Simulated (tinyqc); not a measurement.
# Strain-driven roughening and islands of a mismatched epitaxial film, step by step

A worked calculation. Computed by tinyqc, a small Python program that keeps every step. Command: `OMP_NUM_THREADS=1 python tinyqc.py 3022568 3022569 out.jsonl island walk`. One thread of a shared host (Intel(R) Xeon(R) Processor @ 2.30GHz), about 0.01 s of CPU time with the checks. Intermediate numbers are printed to about 6 digits and carried at full precision; extremes and crossings named in words are read from the listed rows.

Film and substrate share isotropic elastic constants; the film is coherent and biaxially strained.

Inputs (values chosen for the exercise, modelled on Ge on Si):
```
quantity,value,unit
misfit |f|,0.0404,-
shear modulus G,51.6,GPa
Poisson ratio nu,0.25,-
surface energy gamma,0.954,J/m^2
contact angle of the shallow shape theta_1,13.5,degrees
contact angle of the steep shape theta_2,27.5,degrees
facet energy of shape 1 over gamma,0.9993,-
facet energy of shape 2 over gamma,1.025,-
wetting energy gamma_s - gamma,0.37,J/m^2
decay length of wetting delta,0.3,nm
surface mobility D_s nu_s Omega^2/(k_B T),1.4e-32,m^6/(J s)
initial ripple amplitude A0,0.13,nm
ripple wavelength over the critical one,2,-
island volume V,200,nm^3
```

Transport: surface diffusion.

Constants: e = 1.602176634e-19 C.

## Elastic energy of the flat film

M = 2 G (1 + nu)/(1 - nu); stress = M f; energy density w = M f^2.

biaxial modulus M = 172 GPa

stress = 6.9488 GPa

energy density w = 280.732 MJ/m^3

## Asaro-Tiller-Grinfeld instability

A ripple A cos(k x) has the surface chemical potential per volume [gamma k^2 - 2 (1 + nu) w k] A cos(k x), so k_c = 2 (1 + nu) w/gamma. With surface diffusion the amplitude grows at the rate q = B k^2 [2 (1 + nu) w k - gamma k^2], fastest at k_m = (3/4) k_c. B is the surface mobility.

k_c = 0.735670 1/nm

critical wavelength = 8.54077 nm

fastest wavelength = 11.3877 nm

growth time 1/q at k_m = 0.00242364 s

A ripple of A0 needs about 0.0036 s to reach a twentieth of its wavelength.

## A ripple of given wavelength

A ripple A cos(k x) has the surface chemical potential per volume [gamma k^2 - 2 (1 + nu) w k] A cos(k x), so k_c = 2 (1 + nu) w/gamma. With surface diffusion the amplitude grows at the rate q = B k^2 [2 (1 + nu) w k - gamma k^2], fastest at k_m = (3/4) k_c. B is the surface mobility. Stress at the trough = stress x (1 + 2 k A).

k = 0.367835 1/nm

rate q = 244.505 1/s

q over the largest rate = 0.592593

stress concentration at A0 = 1.09564

The ripple grows.

## Wetting layer

The surface energy depends on thickness as gamma + (gamma_s - gamma) exp(-h/delta). Its curvature adds W2 = (gamma_s - gamma) exp(-h/delta)/delta^2 to the restoring terms; the flat film is stable while W2 > (1 + nu)^2 w^2/gamma, which gives h_c = delta ln[(gamma_s - gamma) gamma/(delta^2 (1 + nu)^2 w^2)], or 0 if negative.

wetting-layer thickness h_c = 1.03831 nm

Layer-by-layer growth up to h_c, then roughening: the Stranski-Krastanov mode.

## Island nucleation

Shallow faceted island (Tersoff form): E = 4 Gam V^(2/3) tan^(1/3)(theta) - 6 c V tan(theta), Gam = gamma [x/sin(theta) - 1/tan(theta)], x the facet energy over gamma, c = stress^2 (1 - nu)/(2 pi G). The barrier is the maximum of E, at V_c = [4 Gam/(9 c)]^3 / tan^2(theta) (1 GPa nm = 1 J/m^2).

c = 0.111700 GPa

Gam of shape 1 = 0.110053 J/m^2

critical volume, shape 1 = 1.45678 nm^3

barrier, shape 1 = 0.731491 eV

Gam of shape 2 = 0.285094 J/m^2

critical volume, shape 2 = 5.38652 nm^3

barrier, shape 2 = 5.86472 eV

The shallow shape has the lower barrier. Each barrier is a third of the surface term at V_c and scales as Gam^3/c^2, that is as f^(-4). Caution: a critical island of a few cubic nanometres holds a few hundred atoms at most, and edge energies, left out here, matter.

## Which shape at the volume V

The two energies cross at V_x^(1/3) = 4 [Gam_2 t2^(1/3) - Gam_1 t1^(1/3)]/(6 c (t2 - t1)), t = tan(theta); mu = dE/dV.

E of shape 1 = -142.451 eV

E of shape 2 = -239.694 eV

crossing volume V_x = 40.1630 nm^3

jump of mu at V_x, shape 2 less shape 1 = -62.6608 MJ/m^3

At V the steep shape is lower. At V_x the chemical potential drops, so islands that have turned steep grow at the cost of the shallow ones. Caution: the shallow-slope form overstates the relaxation of facets steeper than about 25 degrees.

## Scaling with the misfit

A ripple A cos(k x) has the surface chemical potential per volume [gamma k^2 - 2 (1 + nu) w k] A cos(k x), so k_c = 2 (1 + nu) w/gamma. With surface diffusion the amplitude grows at the rate q = B k^2 [2 (1 + nu) w k - gamma k^2], fastest at k_m = (3/4) k_c. V_c = [4 Gam/(9 c)]^3/tan^2(theta), barrier = (4/3) Gam V_c^(2/3) tan^(1/3)(theta); the growth time is 1/q at k_m.

Misfit scaled at fixed constants:
```
|f| (%),fastest wavelength (nm),growth time (s),V_c of shape 1 (nm^3),barrier of shape 1 (eV)
1.010,182.203,1.58836e+02,5.96696e+03,1.87262e+02
1.414,92.961,1.07628e+01,7.92474e+02,4.87458e+01
2.020,45.551,6.20452e-01,9.32338e+01,1.17039e+01
2.828,23.240,4.20421e-02,1.23824e+01,3.04661e+00
4.040,11.388,2.42364e-03,1.45678e+00,7.31491e-01
5.656,5.810,1.64227e-04,1.93475e-01,1.90413e-01
```

Halving the misfit stretches the wavelength 4 times, the barrier 16 times, the volume 64 times and the time 256 times: f^(-2), f^(-4), f^(-6), f^(-8). Over these rows the time spans 6.0 decades: strongly mismatched films tend to roughen first, while dilute alloys have time to stay flat. Rows with wavelengths under 10 nm or volumes under 5 nm^3 are beyond the continuum picture.

Checks made by the program: k_m against a numerical maximum of the rate (relative difference 5e-10).
